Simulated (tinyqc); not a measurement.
Time-dependent dielectric breakdown: cell percolation, Weibull statistics, area scaling and voltage extrapolation: one step, computed by the program tinyqc.

The oxide is divided into columns of area a^2, each holding m = t_ox/a cells (m is taken as continuous). A share lambda(t) = (t/t_1)^alpha of the cells is defective, and a column whose cells are all defective breaks down.

Problem. Fitting the sample. W = ln(-ln(1 - F_i)) with the median ranks F_i. Least squares in W: W = beta ln t - beta ln t63. Maximum likelihood: solve sum t^b ln t/sum t^b - 1/b = mean of ln t for b, then t63 = (mean of t^b)^(1/b).

Weibull plot:

| i | t (s) | F_i | ln t | W |
|---|---|---|---|---|
| 1 | 5879.77 | 0.0673077 | 8.679272 | -2.663843 |
| 2 | 6713.16 | 0.1634615 | 8.811825 | -1.723263 |
| 3 | 7713.89 | 0.2596154 | 8.950778 | -1.202023 |
| 4 | 7937.06 | 0.3557692 | 8.979299 | -0.821667 |
| 5 | 7938.16 | 0.4519231 | 8.979436 | -0.508595 |
| 6 | 8239.36 | 0.5480769 | 9.016678 | -0.230365 |
| 7 | 8587.75 | 0.6442308 | 9.058092 | 0.032925 |
| 8 | 9575.62 | 0.7403846 | 9.166976 | 0.299033 |
| 9 | 11240.46 | 0.8365385 | 9.327275 | 0.593977 |
| 10 | 14464.83 | 0.9326923 | 9.579475 | 0.992689 |

Give: slope by least squares; t63 by least squares; slope by maximum likelihood; t63 by maximum likelihood.

Solution.

slope by least squares = 4.0458

t63 by least squares = 9742.1 s

slope by maximum likelihood = 3.7652

t63 by maximum likelihood = 9734.3 s

Caution: t_1 is an input here; in a real oxide it changes with thickness at fixed voltage.
